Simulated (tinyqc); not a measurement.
Worked calculation: donor level screened by free carriers (Yukawa potential). Values are carried at full precision from step to step, so a last printed digit may differ when a step is redone from the rounded ones.

Screening wave number: Debye ks^2 = 4 pi q n/(eps kB T); Thomas-Fermi ks^2 = 6 pi q n/(eps EF) with EF = c (3 pi^2 n/gv)^(2/3)/m, c = hbar^2/2m0; the two are joined by 1/ks^2 = sqrt(1/ks_D^4 + 1/ks_TF^4). 1e18/cm^3 = 1e-6/angstrom^3, q = e^2/(4 pi eps0).

Constants: e^2/(4 pi eps0) = 14.39964547 eV angstrom; kB = 8.617333262e-05 eV/K; hbar^2/2m0 = 3.80998211 eV angstrom^2; Ry = 13.60569312 eV; a0 (Bohr radius) = 0.5291772105 angstrom.

Inputs chosen for the exercise (near those of a donor in Si, with one mean mass; shifted at random, so the results belong to these values and not to a real crystal): m = 0.313 m0 (mass); eps = 11.5 (dielectric constant); gv = 6 (valleys); T = 300 K (temperature); n = 1.5 x 1e18/cm^3 (free-carrier density).

## Units and screening length

Give Ry* = Ry m/eps^2, a* = a0 eps/m, EF, the three values of ks, and x = ks a*.

Ry* = 32.201 meV
a* = 19.44 angstrom
EF = 4.62 meV

ks: Debye, Thomas-Fermi, joined (1/angstrom): 0.03022  0.08751  0.03011

x = 0.5854

EF/kB T = 0.18, so the Debye value, the smaller one, controls the screening.

## One-parameter trial function

Potential -(q/(eps r)) exp(-ks r), q = e^2/(4 pi eps0). In units Ry* = Ry m/eps^2 and a* = a0 eps/m the problem is [-Laplacian - 2 exp(-x r)/r] psi = E psi with x = ks a*.

For exp(-z r): E(z) = z^2 - 8 z^3/(2z + x)^2 in Ry*. Scan z = 0.5, 0.6, ..., 1.1, then minimise; first order gives -1 + 2x.

Scan (Ry*):
```
z    kinetic  potential        E
0.5   0.2500    -0.3979  -0.1479
0.6   0.3600    -0.5421  -0.1821
0.7   0.4900    -0.6961  -0.2061
0.8   0.6400    -0.8576  -0.2176
0.9   0.8100    -1.0249  -0.2149
1.0   1.0000    -1.1968  -0.1968
1.1   1.2100    -1.3724  -0.1624
```

best z = 0.832
E = -0.2184 Ry*
binding = 7.03 meV

First order in x would give 0.171 Ry*, a rigid shift by q ks/eps; it overstates the loss of binding by 0.389 Ry*.

## Converged levels

Converged values use 18 functions exp(-z r), z = 1.55^i, i = -11 to 6: S = 2/A^3, H = z_i z_j S - 2/(A + x)^2, A = z_i + z_j.

The 1s and 2s levels and the mean radius.

1s = -0.2235 Ry*
binding = 7.20 meV
<r> = 37.7 angstrom
second root = 0.0000 Ry*

The trial function misses by 0.0052 Ry*. Screening leaves 22 % of the bare binding, 0.28 kB T. 2s is no longer bound (it unbinds at x = 0.310).

## Checks

- 1s at x = 0.5 against the known -0.29623 Ry*: both -0.29623.
- 1s at x = 0 against -1: both -1.00000.

Computed by tinyqc, a small Python program: `OMP_NUM_THREADS=1 python tinyqc.py 1280602 1280603 out.jsonl` (the numbers bound the seed that draws the inputs); one thread of a shared host (Intel(R) Xeon(R) Processor @ 2.30GHz), about 0.02 s for the whole set of steps.
